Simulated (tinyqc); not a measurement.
# Lossy on-chip transmission line with skin effect, step by step

tinyqc, about 0.01 s, one thread, Intel Xeon 2.30GHz (shared host): `OMP_NUM_THREADS=1 python tinyqc.py 2810117 2810118 out.jsonl` Printed values are rounded.

A uniform line in a homogeneous dielectric: c = sqrt(er)/(c0 Z0), l = Z0 sqrt(er)/c0 (c0 = 299792458 m/s), g = w c td, w = 2 pi f. The resistance joins its limits as r = sqrt(r_dc^2 + r_hf^2), with r_dc = rho/(wd th), r_hf = kr rho/(2 delta (wd + th)), delta = sqrt(rho/(pi f mu0)), mu0 = 4 pi 1e-7 H/m; this is an interpolation, and internal inductance, up to 0.05 nH/mm at low frequency, is neglected.

Values chosen for this exercise: width of the strip wd = 4.5 um; thickness of the strip th = 2.9 um; resistivity rho = 2.9 uohm cm; relative permittivity er = 2.7; loss tangent td = 0.005; lossless impedance sqrt(l/c) Z0 = 50 ohm; factor for crowding and the return path kr = 1.5; length len = 0.87 mm; source resistance Rg = 50 ohm; load resistance RL = 1000 ohm; load capacitance CL = 20 fF; frequency f = 0.79 GHz.

## Line constants

delta, r_dc, r_hf, r, l, c and g as defined.

delta = 3.04934 um
r_dc = 2.22222 ohm/mm
r_hf = 0.963878 ohm/mm
r = 2.42226 ohm/mm
l = 0.274051 nH/mm
c = 109.620 pF/m
g = 0.00272062 S/m

r is 1.09 times r_dc; the skin depth is 1.05 of the thickness.

## Propagation constant and impedance

gamma = sqrt((r + i w l)(g + i w c)) = alpha + i beta, Zc = sqrt((r + i w l)/(g + i w c)), roots with positive real part; loss 8.685889638 alpha in dB; phase velocity w/beta.

gamma len = 0.0171597+0.0291498i
Zc = 61.7566-35.9399i ohm
loss = 0.171319 dB/mm
phase velocity over c0 = 0.494163
r/(w l) = 1.78066

r exceeds w l, so the line behaves mainly as an RC line at this frequency.

## Reflection, input impedance and transfer

ZL = 1/(1/RL + i w CL); reflection (ZL - Zc)/(ZL + Zc); Zin = Zc (ZL + Zc tanh(gamma len))/(Zc + ZL tanh(gamma len)); H = V_load/V_source = [Zin/(Zin + Rg)]/[cosh(gamma len) + (Zc/ZL) sinh(gamma len)].

ZL = 990.241-98.305i ohm
reflection at the load = 0.875894+0.052490i
Zin = 754.122-429.446i ohm
H = 0.949941-0.027589i
|H| = -0.442406 dB
